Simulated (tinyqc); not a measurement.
Mesh size and shift: special k points of the fcc lattice.

Lattice vectors in units of a: a1 = (0, 1/2, 1/2), a2 = (1/2, 0, 1/2), a3 = (1/2, 1/2, 0); reciprocal vectors b_i with a_i . b_j = 2 pi delta_ij. Mesh: k = sum_i f_i b_i with f_i = (2 j_i + shift)/(2 N), j_i = 0 .. N-1. The point group of the lattice has 48 operations; only those that map the mesh onto itself are used.

A_m(k) = sum over the m-th star of lattice vectors R of cos(k . R), stars in order of length: m = 1: |R|^2 = 0.5, 12 vectors, such as (1, 0, 0) in the basis a_i; m = 2: |R|^2 = 1, 6 vectors, such as (1, 1, -1) in the basis a_i; m = 3: |R|^2 = 1.5, 24 vectors, such as (2, 0, -1) in the basis a_i; m = 4: |R|^2 = 2, 12 vectors, such as (2, 0, 0) in the basis a_i; m = 5: |R|^2 = 2.5, 24 vectors, such as (2, 1, -1) in the basis a_i; m = 6: |R|^2 = 3, 8 vectors, such as (3, -1, -1) in the basis a_i. The zone mean of every A_m is zero.

Test function, the lower band of a two-band insulator: E(k) = -sqrt(D^2 + (e0 - t A_1(k))^2).

Parameters, chosen for this exercise: D = 1.43 eV (half gap term); t = 0.45 eV (coupling); e0 = 3.08 eV (offset).

Errors of the mean of E against the unshifted mesh with N = 24. The fifth column is |R|^2 of the shortest star with a non-zero mean.

Meshes:
```
mesh       points  irreducible  operations  |R|^2 missed  error (meV)
1 Gamma         1            1          48          0.50      843.797
1 shifted       1            1          12          1.00      173.328
2 Gamma         8            3          48          2.00     -376.399
2 shifted       8            2          12          4.00       27.371
3 Gamma        27            4          48          4.50      -20.414
3 shifted      27            6          12          9.00       -6.983
4 Gamma        64            8          48          8.00       11.680
4 shifted      64           10          12         16.00        1.359
5 Gamma       125           10          48         12.50        0.369
5 shifted     125           19          12           >16       -0.161
6 Gamma       216           16          48           >16       -1.258
6 shifted     216           28          12           >16       -0.017
```

reference mean = -3.56910 eV

How do the results move, and what explains it?

The shifted mesh has the smaller error for 6 of 6 values of N and the larger for 0. The cheapest mesh within 1 meV is 5 Gamma, with 10 irreducible points, but a larger mesh of the same type misses again, so this is a chance hit. A mesh misses the lattice vectors N (n1 a1 + n2 a2 + ...); the half shift gives each the sign (-1)^(n1 + n2 + ...), so the 12 shortest ones add up to 0 in place of 12: they cancel. The shift lowers the symmetry; it leaves more irreducible points for N = 3, 4, 5 and 6; it leaves fewer irreducible points for N = 2.

(tinyqc, `OMP_NUM_THREADS=1 python tinyqc.py 1682336 1682337 out.jsonl`, Intel(R) Xeon(R) Processor @ 2.30GHz, 1 thread, shared host, about 0.1 s.)
